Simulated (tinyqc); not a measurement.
From results back to parameters: Koster-Slater impurity in an sp3s* host.

Problem. In the Koster-Slater model a defect shifts the s level of its site by Vs and the p levels by Vp; an A1 level solves 1/Vs = G_s(E) and a T2 level 1/Vp = G_p(E), E from the top of the valence band. A defect has an A1 level at E = 4.0230 eV, one of the energies of the table, and a T2 level at 1.3410 eV.

G(E) of the host (1/eV):
```
E (eV)         G_s         G_p
0.0000  -0.0037010   0.0487645
0.6705  -0.0079160   0.0291760
1.3410  -0.0124460   0.0168113
2.0115  -0.0175405   0.0064429
2.6820  -0.0235412  -0.0033095
3.3525  -0.0310204  -0.0133923
4.0230  -0.0411186  -0.0250142
4.6934  -0.0567749  -0.0409000
5.3639  -0.0952791  -0.0791251
```

Find: Vs, Vp.

Solution. Read G_s and G_p at the two energies and invert them. Vs is attractive and pulls its level down from the conduction bands. Vp is repulsive and pushes its level up from the valence bands.

Vs, Vp (eV): -24.3  59.5

tinyqc: `OMP_NUM_THREADS=1 python tinyqc.py 1452813 1452814 out.jsonl`; about 0.04 s, one thread, shared Intel(R) Xeon(R) Processor @ 2.30GHz.
